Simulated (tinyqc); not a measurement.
Worked calculation: one-electron ion in a basis of Gaussians. One step of it, computed by the program tinyqc.

Question. Generalised eigenproblem. Solve H C = S C e through S^(-1/2); each column has its largest component positive (the first on a tie).

H = T + V (hartree):
```
            1           2           3           4            5            6
1  -13.934324  -15.638004  -15.690530  -13.317500   -10.266561    -7.581070
2  -15.638004  -12.971858  -14.123378  -21.864336   -22.597469   -18.895356
3  -15.690530  -14.123378   31.053960   37.399006    -7.647760   -30.211353
4  -13.317500  -21.864336   37.399006  282.205632   328.355091   123.405208
5  -10.266561  -22.597469   -7.647760  328.355091  1417.978965  1640.156531
6   -7.581070  -18.895356  -30.211353  123.405208  1640.156531  6153.435685
```

S:
```
          1         2         3         4         5         6
1  1.000000  0.723882  0.334053  0.129210  0.047457  0.017193
2  0.723882  1.000000  0.723878  0.334024  0.129213  0.047464
3  0.334053  0.723878  1.000000  0.723841  0.334035  0.129233
4  0.129210  0.334024  0.723841  1.000000  0.723894  0.334108
5  0.047457  0.129213  0.334035  0.723894  1.000000  0.723947
6  0.017193  0.047464  0.129233  0.334108  0.723947  1.000000
```

Give: eigenvalues of S; eigenvalues; coefficients.

Answer.

eigenvalues of S: 0.0530  0.1369  0.3513  0.8296  1.7255  2.9038

eigenvalues (hartree): -17.9810  7.2386  108.8588  569.5021  2515.2196  10794.1637

coefficients:
```
        1        2        3        4        5        6
1  0.5870   1.3345  -0.6465  -0.2688   0.1190   0.0539
2  0.4164  -1.3228   1.7452   0.8711  -0.3858  -0.1730
3  0.1039   0.0031  -1.7037  -1.7773   0.8991   0.4012
4  0.0215  -0.0487   0.1446   1.8081  -1.7331  -0.8633
5  0.0036   0.0013  -0.0481  -0.2074   1.7998   1.6196
6  0.0010  -0.0018   0.0038   0.0406  -0.1773  -1.6125
```

For Z = 6 and l = 0 the exact lowest level is -Z^2/(2 n^2) with n = l + 1: -18.000000 hartree.
